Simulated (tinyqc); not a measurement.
# An infinitely deep well in a field (quantum-confined Stark shift), Airy functions: two studies

Hard walls at x = -L/2 and +L/2; between them U(x) = -F x (eV, zero at the centre). C = hbar^2/(2 m0), e = (C F^2/m1)^(1/3), z1 = (F L/2 - E)/e at the left wall and z2 = (-F L/2 - E)/e at the right wall. Levels are the roots of D(E) = Ai(z1) Bi(z2) - Ai(z2) Bi(z1).

Inputs (values chosen for the exercise):
```
symbol  value  unit     meaning
m1      0.082    m0        mass
L        12.4    nm  well width
F       0.002  V/nm       field
```

Constants: q = 1.602176634e-19 C, hbar = 1.054571817e-34 J s, m0 = 9.1093837015e-31 kg, hbar^2/(2 m0) = 0.0380998212 eV nm^2. Results are converted to the units shown.

Each table varies one quantity; the others keep the values above.

## The Stark shift against well width

Exact shifts E_n(F) - E_n(0) from the roots of D; <x> = -dE_1/dF. E_n(0) = C (n pi/L)^2/m1; second-order shift m1 F^2 L^4 (1 - 15/(pi n)^2)/(48 C pi^2 n^2).

The Stark shift against well width:
```
L (nm)	F L/E_1(0)	shift of level 1 (meV)	second order, 1 (meV)	shift of level 2 (meV)	second order, 2 (meV)	<x> of level 1 (nm)
7.9	0.2150	-0.03679	-0.03679	0.01097	0.01097	0.03679
9.5	0.3739	-0.07692	-0.07694	0.02292	0.02294	0.07690
11.1	0.5965	-0.1433	-0.1434	0.04267	0.04276	0.1432
12.7	0.8934	-0.2454	-0.2457	0.07291	0.07328	0.2450
14.3	1.275	-0.3938	-0.3950	0.1166	0.1178	0.3925
15.9	1.753	-0.6001	-0.6037	0.1765	0.1800	0.5966
17.4	2.298	-0.8571	-0.8659	0.2497	0.2582	0.8485
19	2.991	-1.210	-1.231	0.3470	0.3671	1.190
```

The shift of level 1 falls from -0.0368 to -1.21 meV, as L^(4.00) between the first two rows and L^(3.92) between the last two (second order: power 4). Second order is within 0.01 % of it in size in the first row and 1.7 % above it in the last. The shift of level 2 rises from 0.0110 to 0.347 meV.

## The Stark shift against field

Same model as above.

The Stark shift against field:
```
F (V/nm)	F L/E_1(0)	shift of level 1 (meV)	second order, 1 (meV)	shift of level 2 (meV)	second order, 2 (meV)	<x> of level 1 (nm)
0.0024	0.9979	-0.3210	-0.3216	0.09529	0.09590	0.2670
0.0035	1.455	-0.6811	-0.6839	0.2012	0.2040	0.3876
0.0052	2.162	-1.496	-1.510	0.4370	0.4502	0.5703
0.0077	3.201	-3.247	-3.310	0.9255	0.9871	0.8274
0.011	4.574	-6.502	-6.756	1.770	2.015	1.140
0.017	7.068	-14.84	-16.14	3.570	4.812	1.620
0.025	10.39	-29.82	-34.90	5.611	10.41	2.099
```

What does the table show?

The shift of level 1 falls from -0.321 to -29.8 meV, as F^(1.99) between the first two rows and F^(1.81) between the last two (second order: power 2). Second order is 0.20 % above it in size in the first row and 17 % above it in the last. The shift of level 2 rises from 0.0953 to 5.61 meV.

Computed by the program tinyqc: `OMP_NUM_THREADS=1 python tinyqc.py 2580006 2580007 out.jsonl`, one thread of a shared Intel Xeon 2.30GHz, about 0.02 s for the whole run.
